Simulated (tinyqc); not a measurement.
# Activation energy from two powers

Inverse problem. P(T) = Pd + Pl (T/300 K)^2 exp[(q Ea/kB)(1/(300 K) - 1/T)]. Find Ea and Pl.

Parameters, values chosen for the exercise:

| symbol | value | unit | meaning |
|---|---|---|---|
| Pd | 35 | W | temperature-independent switching power |

Constants: q = 1.602176634e-19 C, kB = 1.380649e-23 J/K. Results are converted to the units shown.

P at T = 320 and 360 K (W): [35.4271909, 42.4195402]

Solution. Subtract Pd; the ratio of the leakage powers, divided by the T^2 factors, is an Arrhenius factor.

Ea = 0.650 eV
Pl = 0.0780 W

Program tinyqc, `OMP_NUM_THREADS=1 python tinyqc.py 2520121 2520122 out.jsonl`; Intel Xeon 2.30GHz, shared host, one thread, about 0.01 s.
